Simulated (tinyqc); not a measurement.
Worked calculation: Fermi-Dirac statistics of conduction electrons. Values are carried at full precision from step to step, so a last printed digit may differ when a step is redone from the rounded ones.

Constants: hbar^2/2m0 = 3.80998211 eV angstrom^2; kB = 8.617333262e-05 eV/K; e^2/(4 pi eps0) = 14.39964547 eV angstrom.

Parameters, chosen for this exercise (near those of GaAs, lowest valleys alone; shifted at random, so the results belong to these values and not to a real crystal): m = 0.067 m0 (density-of-states mass of the conduction band); T = 77 K; n = 1.1e+18 1/cm^3 (electron density); eps = 12.9 (static dielectric constant); alpha = 0.58 1/eV (non-parabolicity); mh = 0.505 m0 (heavy-hole mass); Eg = 1.508 eV (gap).

## Reduced density

N = 2 (m kB T/(4 pi c))^(3/2) with c = hbar^2/2m0, in 1/angstrom^3; times 1e24 for 1/cm^3; u = n/Nc.

kT = 0.006635 eV
Nc = 5.6590e+16 1/cm^3
u = n/Nc = 19.438

## Reduced Fermi level by five rules

F_j(eta) = (1/Gamma(j + 1)) integral_0^infinity x^j dx/(1 + exp(x - eta)), which tends to exp(eta) for eta << 0.

With u = n/Nc: Boltzmann eta = ln u; Joyce-Dixon eta = ln u + u/sqrt(8) - 4.95009e-3 u^2 + 1.48386e-4 u^3 - 4.42563e-6 u^4; Nilsson eta = ln u/(1 - u^2) + v/(1 + (0.24 + 1.08 v)^-2) with v = (3 sqrt(pi) u/4)^(2/3); fully degenerate limit eta = v; exact: F_1/2(eta) = u.

Find eta = (EF - Ec)/kT by each rule.

eta: Boltzmann 2.967, Joyce-Dixon 8.427, Nilsson 8.640, degenerate 8.740, exact 8.644

Against the exact value the errors are Boltzmann -5.677, Joyce-Dixon -0.217, Nilsson -0.004, degenerate limit +0.096 (in kT).

## Exact eta by Newton steps

Solve ln F_1/2(eta) = ln u from the Boltzmann value; dF_1/2/d eta = F_-1/2, so the step is -ln(F_1/2/u) F_1/2/F_-1/2. Stop below 1e-9.

Newton steps:
```
step       eta    F_1/2   F_-1/2  step taken
1     2.967236  4.42701  1.84167        3.56
2     6.523681  12.9072  2.85021        1.85
3     8.377873  18.5670  3.24531       0.262
4     8.640190  19.4251  3.29709     0.00394
5     8.644134  19.4381  3.29787    8.58e-07
6     8.644134  19.4381  3.29787    4.32e-14
```

Converged in 6 steps.

## Mean energy, Einstein relation and screening

eta = 8.64413

Mean kinetic energy <E> = (3/2) kT F_3/2/F_1/2; D/mu = (kT/e) F_1/2/F_-1/2; dn/dEF = (Nc/kT) F_-1/2; screening length L = (4 pi (e^2/(4 pi eps0)) (dn/dEF)/eps)^(-1/2), with dn/dEF in 1/(angstrom^3 eV) (1/cm^3 = 1e-24/angstrom^3).

F_-1/2, F_1/2, F_3/2: [3.298, 19.44, 71.54]

<E> = 36.63 meV
D/mu = 39.11 mV
dn/dEF = 2.813e+19 1/(cm^3 eV)
L = 50.35 angstrom

The gas is degenerate. D/mu is 5.894 times kT/e and <E> is 3.680 times (3/2) kT; the Debye formula, with n/kT in place of dn/dEF, would give L = 20.74 angstrom.

## Fermi level in the non-parabolic band

Non-parabolic band E (1 + alpha E) = c k^2/m: n = Nc (2/sqrt(pi)) integral_0^infinity sqrt(x (1 + a x)) (1 + 2 a x) dx/(1 + exp(x - eta)) with a = alpha kT and eta = (EF - Ec)/kT; a = 0 gives n = Nc F_1/2(eta).

Solve for eta at the same n.

a = 0.00385
eta = 8.350
EF - Ec = 55.41 meV

The extra states lower EF by 1.95 meV against the parabolic band.

## Burstein-Moss edge

Vertical transitions from the heavy-hole band reach half-empty states at the k where the conduction energy equals EF: k^2 = E (1 + alpha E) m/c with E = EF - Ec and c = hbar^2/2m0; edge = Eg + E + c k^2/mh. Gap narrowing by many-body effects is left out.

k = 0.03171 1/angstrom
hole energy = 0.0076 eV
edge = 1.5710 eV

The edge moves up by 63.0 meV, of which the valence band supplies 12 %.

## Checks

- Non-parabolic integral at a = 0 against F_1/2(2): both 2.823721.
- F_1/2(40) against the Sommerfeld form (4/(3 sqrt(pi))) eta^(3/2) (1 + pi^2/(8 eta^2)): both 190.45.

Computed by tinyqc, a small Python program: `OMP_NUM_THREADS=1 python tinyqc.py 1681370 1681371 out.jsonl` (the numbers bound the seed that draws the inputs); one thread of a shared host (Intel(R) Xeon(R) Processor @ 2.30GHz), about 0.01 s for the whole set of steps.
